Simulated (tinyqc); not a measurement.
## One gate, two gates and a surrounding gate

Below threshold the potential that source and drain add obeys Laplace's equation, vanishes on the gates and decays along the channel as exp(-k y). The same ts (depleted depth over a conducting body, body thickness or wire diameter), ti and permittivities in three geometries; k is the smallest positive root of: one gate, f(k) = eps_r sin(k ti) cos(k ts) + ei cos(k ti) sin(k ts); two gates, f(k) = ei cos(k ti) cos(k ts/2) - eps_r sin(k ti) sin(k ts/2); wire, f(k) = ei J0(u)[J1(u) Y0(v) - Y1(u) J0(v)] - eps_r J1(u)[J0(u) Y0(v) - Y0(u) J0(v)], u = k ts/2, v = u + k ti. Parabolic estimates of l: sqrt((eps_r/ei) ts ti); sqrt((eps_r/(2 ei)) ts ti (1 + ei ts/(4 eps_r ti))); sqrt([2 eps_r ts^2 ln(1 + 2 ti/ts) + ei ts^2]/(16 ei)), in the same order.

Values chosen for this exercise; permittivities: semiconductor close to that of germanium, insulator close to that of silicon nitride: relative permittivity of the semiconductor eps_r = 16.2; relative permittivity of the insulator ei = 7.21; insulator thickness ti = 2.8 nm; wire diameter ts = 5.3 nm.

Scale lengths (nm):
```
,Lambda = pi/k,l = 1/k,l(parabolic)
one gate over a conducting body,8.954,2.850,5.774
two gates,14.55,4.631,4.493
wire,9.070,2.887,2.728
```

What do the numbers show?

The wire has the middle scale length, 0.623 times that of the double gate; the single gate over a conducting body has 0.615 times it, its layer ending directly on a conductor where the double gate has a second insulator. The parabolic estimates are 2.03 times, 3.0 % below and 5.5 % below the exact l, in the order of the rows.

Numbers from tinyqc (`OMP_NUM_THREADS=1 python tinyqc.py 2420144 2420145 out.jsonl`; about 0.06 s on one thread of a shared Intel Xeon 2.30GHz).
